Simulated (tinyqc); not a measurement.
What moves the results: two-band k.p model of the X valleys of a zinc-blende crystal. A value that a table varies takes the place of the one given here.

k along the valley axis, counted from X, c = hbar^2/2m0, e = c k^2/ml. H = [[e - D/2, i P k], [-i P k, e + D/2]] with P^2 = D0 c/ml, so E = e -/+ sqrt(D^2/4 + D0 e). For D = 0 (diamond lattice) the bands cross at X.

With x = D/D0: for x < 1 the minima lie at k_m = sqrt(ml D0 (1 - x^2)/(4 c)), the hump at X has the height dE = (D0/4)(1 - x)^2 and the mass at the minimum is ml/(1 - x^2); the mass at X is ml/(1 - 1/x), negative for x < 1. For x > 1 the minimum is at X.

Thermal masses along the axis for one X point, lower band, E from the minimum, on 1601 points from -0.8 to 0.8 1/angstrom: density-of-states mass m_d = c I^2/(pi kT), I = integral of exp(-E/kT) dk; conductivity mass m_c = 2 c kT/<(dE/dk)^2> with central differences.

Constants: hbar^2/2m0 = 3.80998211 eV angstrom^2; kB = 8.617333262e-05 eV/K.

Values chosen for the exercise (of the order of those of cubic SiC; not measured data): D0 = 1.225 eV (coupling energy); ml = 0.431 m0 (mass along the axis from remote bands); D = 2.798 eV (splitting of the two conduction levels at X); T = 150 K (temperature).

## From the diamond lattice to a polar crystal

D is varied at fixed D0 and ml.

Results:

| x | D (eV) | k_m (1/angstrom) | dE (meV) | mass at the minimum |
|---|---|---|---|---|
| 0.00 | 0.000 | 0.1861 | 306.25 | 0.431 |
| 0.30 | 0.367 | 0.1776 | 150.06 | 0.474 |
| 0.60 | 0.735 | 0.1489 | 49.00 | 0.673 |
| 0.80 | 0.980 | 0.1117 | 12.25 | 1.197 |
| 0.90 | 1.103 | 0.0811 | 3.06 | 2.268 |
| 1.10 | 1.347 | 0.0000 | 0.00 | 4.741 |
| 1.30 | 1.593 | 0.0000 | 0.00 | 1.868 |
| 2.00 | 2.450 | 0.0000 | 0.00 | 0.862 |
| 4.00 | 4.900 | 0.0000 | 0.00 | 0.575 |

At D = 0 the minima lie 0.1861 1/angstrom from X under a cusp of D0/4 = 306 meV, the pattern of silicon. The hump shrinks as (1 - x)^2, faster than k_m, so at x = 0.9 it is only 3.06 meV although k_m is still 44 % of its first value. The mass diverges at x = 1 from both sides (2.27 at 0.9, 4.74 at 1.1), where the band is quartic.

## Temperature

Thermal masses against T.

Results:

| T (K) | kT (meV) | m_d | m_c |
|---|---|---|---|
| 10 | 0.86 | 0.766 | 0.766 |
| 20 | 1.72 | 0.766 | 0.766 |
| 50 | 4.31 | 0.766 | 0.765 |
| 100 | 8.62 | 0.765 | 0.762 |
| 200 | 17.23 | 0.763 | 0.759 |
| 300 | 25.85 | 0.761 | 0.755 |
| 500 | 43.09 | 0.757 | 0.748 |

m_d goes from 0.766 to 0.757 and m_c goes from 0.766 to 0.748. Both start from the edge mass 0.767 and tend to ml = 0.431 for kT far above D0. 

## What each parameter does

Shape of the lower band and thermal masses. Each row changes one parameter from the base and keeps the others.

Results:

| case | k_m (1/angstrom) | dE (meV) | m_d (m0) | m_c (m0) |
|---|---|---|---|---|
| base | 0.0000 | 0.000 | 0.764 | 0.760 |
| D = 2.7141 eV | 0.0000 | 0.000 | 0.782 | 0.778 |
| D0 = 1.1883 eV | 0.0000 | 0.000 | 0.746 | 0.744 |
| ml = 0.4439 m0 | 0.0000 | 0.000 | 0.786 | 0.783 |
| T = 145.5 K | 0.0000 | 0.000 | 0.764 | 0.761 |

The largest shifts from the base row, up to three for each result and ties (the steps differ in size, so this ranks the rows, not the parameters). k_m (1/angstrom): unchanged at the printed digits by D, D0, ml and T. dE (meV): unchanged at the printed digits by D, D0, ml and T. m_d (m0): ml +0.023, D +0.018, D0 -0.017; unchanged at the printed digits by T. m_c (m0): ml +0.023, D +0.018, D0 -0.017.

Computed by tinyqc, a small Python program: `OMP_NUM_THREADS=1 python tinyqc.py 1880118 1880119 out.jsonl` (the numbers bound the seed that draws the inputs); one thread of a shared host (Intel(R) Xeon(R) Processor @ 2.30GHz), about 0.01 s for the whole set of steps.
